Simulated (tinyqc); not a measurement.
Lorentz oscillators and the Kramers-Kronig relations: one step. The f-sum on the grid. Five cases, with inputs chosen for the exercise.

Task: W(E_M) = (2/pi) h sum_j E_j eps2_j, with half weight on the last point; the full integral equals sum S_j = (hbar omega_p)^2, and the electron density follows from (hbar omega_p)^2 = 8 pi c (e^2/(4 pi eps0)) N with c = hbar^2/2m0.

Constants: hbar^2/2m0 = 3.80998211 eV angstrom^2; e^2/(4 pi eps0) = 14.39964547 eV angstrom.

Give: W(E_M); sum S; share reached on this grid (a step near the line widths can inflate it); hbar omega_p; N.

Case 1.

Values chosen (out of a larger set: line positions loosely like those of Si; Lorentz tails absorb below the gap, where the real solid is clear; not measured data): h = 0.4 eV (grid step); M = 30 (grid points E_j = j h); S = (32.4, 89.4, 69.3) eV^2 (strengths).

eps2(E_j), j = 1 .. M: [0.097649, 0.205845, 0.338506, 0.518786, 0.793840, 1.285173, 2.451379, 8.338046, 23.146361, 14.191543, 60.529310, 21.334651, 16.370653, 7.471608, 3.592358, 2.036475, 1.296560, 0.892610, 0.649214, 0.491651, 0.384002, 0.307313, 0.250830, 0.208084, 0.174998, 0.148899, 0.127974, 0.110960, 0.096956, 0.085304]

Result:

W(E_M) = 191.48 eV^2
sum S = 191.10 eV^2
share reached on this grid (a step near the line widths can inflate it) = 1.002
hbar omega_p = 13.824 eV
N = 1.39e+23 1/cm^3

Case 2.

Values chosen (out of a larger set: line positions loosely like those of GaAs; Lorentz tails absorb below the gap, where the real solid is clear; not measured data): h = 0.2 eV (grid step); M = 40 (grid points E_j = j h); S = (23.9, 89.5, 45.8) eV^2 (strengths).

eps2(E_j), j = 1 .. M: [0.057568, 0.117265, 0.181474, 0.253147, 0.336284, 0.436731, 0.563659, 0.732521, 0.971507, 1.337126, 1.956654, 3.161355, 5.954356, 12.960204, 17.422889, 9.248652, 5.150237, 3.882941, 3.771842, 4.429960, 6.053878, 9.505668, 16.864947, 28.488392, 27.734149, 16.627068, 10.335290, 7.793187, 6.996514, 6.886429, 6.691316, 5.977911, 4.898755, 3.827209, 2.955903, 2.302468, 1.823136, 1.470030, 1.206033, 1.005042]

Result:

W(E_M) = 142.37 eV^2
sum S = 159.20 eV^2
share reached on this grid (a step near the line widths can inflate it) = 0.894
hbar omega_p = 12.617 eV
N = 1.15e+23 1/cm^3

Case 3.

Values chosen: h = 0.2 eV (grid step); M = 40 (grid points E_j = j h); S = (38.2, 93.2) eV^2 (strengths).

eps2(E_j), j = 1 .. M: [0.077849, 0.158440, 0.244769, 0.340388, 0.449805, 0.579089, 0.736830, 0.935765, 1.195649, 1.548629, 2.049778, 2.798685, 3.984346, 5.968202, 9.320599, 13.952268, 16.269064, 14.258156, 13.067856, 16.136759, 26.341300, 37.564514, 26.623402, 14.014259, 7.918076, 4.979210, 3.401111, 2.466884, 1.870131, 1.465989, 1.179525, 0.968986, 0.809647, 0.686109, 0.588375, 0.509719, 0.445481, 0.392344, 0.347897, 0.310351]

Result:

W(E_M) = 122.95 eV^2
sum S = 131.40 eV^2
share reached on this grid (a step near the line widths can inflate it) = 0.936
hbar omega_p = 11.463 eV
N = 9.53e+22 1/cm^3

Case 4.

Values chosen (out of a larger set: line positions loosely like those of HfO2; Lorentz tails absorb below the gap, where the real solid is clear; not measured data): h = 1 eV (grid step); M = 30 (grid points E_j = j h); S = (23, 63.7, 112) eV^2 (strengths).

eps2(E_j), j = 1 .. M: [0.060042, 0.130212, 0.226656, 0.387635, 0.755984, 2.583343, 3.728369, 6.374097, 3.367419, 2.485386, 2.678213, 2.273224, 1.493168, 0.932810, 0.606515, 0.416106, 0.299335, 0.223811, 0.172625, 0.136541, 0.110258, 0.090582, 0.075509, 0.063732, 0.054375, 0.046829, 0.040665, 0.035573, 0.031324, 0.027746]

Result:

W(E_M) = 183.18 eV^2
sum S = 198.70 eV^2
share reached on this grid (a step near the line widths can inflate it) = 0.922
hbar omega_p = 14.096 eV
N = 1.44e+23 1/cm^3

Case 5.

Values chosen: h = 0.5 eV (grid step); M = 40 (grid points E_j = j h); S = (64.7, 140.5) eV^2 (strengths).

eps2(E_j), j = 1 .. M: [0.023933, 0.048572, 0.074683, 0.103162, 0.135131, 0.172077, 0.216087, 0.270242, 0.339352, 0.431406, 0.560672, 0.754966, 1.074534, 1.665694, 2.902181, 5.253428, 5.931549, 3.859838, 2.779870, 2.551991, 2.716537, 3.013097, 3.198778, 3.085621, 2.690316, 2.186363, 1.719048, 1.342410, 1.055752, 0.841209, 0.680262, 0.558208, 0.464333, 0.391049, 0.333002, 0.286394, 0.248496, 0.217325, 0.191417, 0.169677]

Result:

W(E_M) = 178.34 eV^2
sum S = 205.20 eV^2
share reached on this grid (a step near the line widths can inflate it) = 0.869
hbar omega_p = 14.325 eV
N = 1.49e+23 1/cm^3

Computed by tinyqc, one run a case: `OMP_NUM_THREADS=1 python tinyqc.py N N+1 out.jsonl` with N = 1650021, 1650104, 1650935, 1650947, 1650993; one thread of a shared Intel(R) Xeon(R) Processor @ 2.30GHz, about 0.2 s a run at most.
